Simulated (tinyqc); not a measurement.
Levels of description: finite square well with mass mismatch (envelope functions).

A square well of width L and depth V0, mass mw inside and mb outside, energies from the bottom of the well, c = hbar^2/2m0. k = sqrt(mw E/c), kappa = sqrt(mb (V0 - E)/c). psi and psi'/m are continuous at the walls (BenDaniel-Duke), so level n solves k L + 2 atan[(k/mw)/(kappa/mb)] = n pi.

Non-parabolic bands: mw is replaced by mw (1 + alpha_w E) and mb by mb (1 - alpha_b (V0 - E)), in k, kappa and the matching condition alike.

Constants: hbar^2/2m0 = 3.80998211 eV angstrom^2.

Values chosen for the exercise (near those of the light valleys of a Si film in SiO2; the results hold for these values, not for the real material):
```
symbol   value  unit      meaning
L        21     angstrom  well width
V0       2.972  eV        barrier height
mw       0.19   m0        mass in the well
mb       0.496  m0        mass in the barrier
alpha_w  0.48   1/eV      non-parabolicity in the well
alpha_b  0.17   1/eV      non-parabolicity in the barrier
```

The same well five ways. mb = mw: the barrier takes the mass of the well. psi' continuous: kappa holds mb but the condition drops the masses, k L + 2 atan(k/kappa) = n pi. The last column is measured against BenDaniel-Duke.

Cases:
```
model
infinite walls
mb = mw
BenDaniel-Duke
psi' continuous
non-parabolic
```

Rank the cases by E1, lowest first.

Answer: BenDaniel-Duke, non-parabolic, mb = mw, psi' continuous, infinite walls.

Levels (eV):
```
model,E1,E2,E3,E1 - E1(BDD) (meV)
infinite walls,0.4488,1.7951,4.0390,216.2
mb = mw,0.2865,1.1194,2.3689,53.9
BenDaniel-Duke,0.2326,0.9625,2.2141,0.0
psi' continuous,0.3335,1.2762,2.5344,101.0
non-parabolic,0.2509,0.8384,1.5589,18.3
```

Hard walls put E1 216.2 meV too high. Ignoring the mass step moves it by +53.9 meV and the wrong matching by +101.0 meV: with mb/mw = 2.61, continuity of psi'/m lets the slope outside be 2.61 times the slope inside, which acts like a softer wall. Non-parabolicity shifts E1 by +18.3 meV, the balance of a heavier mass in the well, which lowers it, and a lighter mass deep in the barrier, which hardens the wall. Among the finite wells the largest departure in E1 is that of the model 'psi' continuous'.

tinyqc: `OMP_NUM_THREADS=1 python tinyqc.py 1250819 1250820 out.jsonl`; about 0.01 s, one thread, shared Intel(R) Xeon(R) Processor @ 2.30GHz.
